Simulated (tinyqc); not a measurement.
# Level and width from two currents at zero temperature

Question. In a resonant-tunnelling diode at zero temperature a sharp resonance at Er = E0 - alpha V between the emitter band edge and Ef carries J = K (pi/2) G Tp (Ef - Er), K = q^3 mw m0/(2 pi^2 hbar^3) (times 1e-4 for A/cm^2 per eV^2), with G its full width and Tp its peak transmission, G Tp taken as constant, and no back flow. Find G Tp and E0.

Parameters, values chosen for the exercise; masses and offsets of a made-up heterostructure:
```
symbol  value  unit                                               meaning
mw      0.058    m0                 mass in the well, spacer and contacts
Ef      0.039    eV  Fermi energy of both contacts above their band edges
alpha     0.5                               share of the bias at the well
```

Constants: q = 1.602176634e-19 C, hbar = 1.054571817e-34 J s, m0 = 9.1093837015e-31 kg. Results are converted to the units shown.

J at V = 0.024 and 0.081 V (kA/cm^2): [6.5346055, 46.159341]

Answer. J is linear in V: the slope gives G Tp, and the onset V0, where the line meets zero, gives E0 = Ef + alpha V0.

G Tp = 0.9430 meV
E0 = 0.04630 eV

tinyqc, about 0.1 s, one thread, Intel Xeon 2.30GHz (shared host): `OMP_NUM_THREADS=1 python tinyqc.py 2600012 2600013 out.jsonl`
